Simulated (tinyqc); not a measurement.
Worked calculation: defect-molecule model of a vacancy with Jahn-Teller distortion. Values are carried at full precision from step to step, so a last printed digit may differ when a step is redone from the rounded ones.

Four dangling hybrids a, b, c, d point into the vacancy: H_ii = E0, and -gm between any two. A tetragonal distortion Q pairs a with b and c with d: those two couplings become -gm - I Q and the other four -gm + I Q/2, at an elastic cost k Q^2/2. The a1 level holds two electrons; charge states 2+, + and 0 put n = 0, 1, 2 more into the lowest level of t2 origin. Energy from the 2+ state at Q = 0, with the Fermi level mu counted from Ev: W_n(Q) = n (et - 2 I Q) + k Q^2/2 + Uc n (n - 1)/2 - n mu. et = E0 + gm is the undistorted t2 level.

Parameters, chosen for this exercise (of the size used for the vacancy in silicon; the results hold for these values, not for the real material): E0 = -0.04 eV (level of a dangling hybrid, from Ev); gm = 0.32 eV (coupling between two dangling hybrids); I = 0.94 eV/angstrom (Jahn-Teller coupling); k = 18.5 eV/angstrom^2 (force constant of the mode); Uc = 0.1 eV (repulsion of two electrons in one orbital); Q = 0.12 angstrom (a trial distortion).

## The molecule at a trial distortion

Fill in H at Q.

H (eV):
```
         a        b        c        d
a  -0.0400  -0.4328  -0.2636  -0.2636
b  -0.4328  -0.0400  -0.2636  -0.2636
c  -0.2636  -0.2636  -0.0400  -0.4328
d  -0.2636  -0.2636  -0.4328  -0.0400
```

## One-electron levels

Diagonalise. By symmetry: a + b + c + d at E0 - 3 gm, a + b - c - d at E0 + gm - 2 I Q, and the pair a - b, c - d at E0 + gm + I Q.

levels (eV): -1.0000  0.0544  0.3928  0.3928

The t2 triplet has split by 3 I Q = 0.3384 eV, and its centre has stayed.

## Relaxed charge states

Minimise W_n over Q: Q_n = 2 n I/k, gain n^2 E_JT with E_JT = 2 I^2/k. W_n at mu = 0 is n et - n^2 E_JT + Uc n (n - 1)/2.

E_JT = 0.0955 eV

States:

| n | charge | Q_n (angstrom) | gain (eV) | W_n (eV) |
|---|---|---|---|---|
| 0 | 2+ | 0.0000 | 0.0000 | 0.0000 |
| 1 | + | 0.1016 | 0.0955 | 0.1845 |
| 2 | 0 | 0.2032 | 0.3821 | 0.2779 |

## Transition levels and the effective U

From the energies W_n of the relaxed states with n = 0, 1, 2 electrons: E(2+/+) = W1 - W0, E(+/0) = W2 - W1, U_eff = E(+/0) - E(2+/+), E(2+/0) = (W2 - W0)/2.

levels above Ev (eV): (2+/+) 0.1845, (+/0) 0.0934, (2+/0) 0.1390

U_eff = -0.0910 eV

U_eff < 0: the second electron is bound more strongly than the first, the + state is never the lowest, and the charge changes by two at 0.1390 eV.

## Vertical against thermal levels

At fixed Q the level for adding the first electron is et - 2 I Q. Capture into 2+ at Q0 = 0 costs et; removal from + at Q1 = 2 I/k takes place at et - 2 E_JT, E_JT = 2 I^2/k; the thermal level lies between, and the Franck-Condon shift is E_JT on each side. et = E0 + gm.

levels (eV): vertical at Q0 0.2800, thermal 0.1845, vertical at Q1 0.0890

Stokes shift = 0.1910 eV

## Checks

- W2 from the formula against a numerical minimum over Q with the level from H(Q): both 0.27790.

Program tinyqc; command `OMP_NUM_THREADS=1 python tinyqc.py 1480881 1480882 out.jsonl`; about 0.01 s on one thread of a shared Intel(R) Xeon(R) Processor @ 2.30GHz.
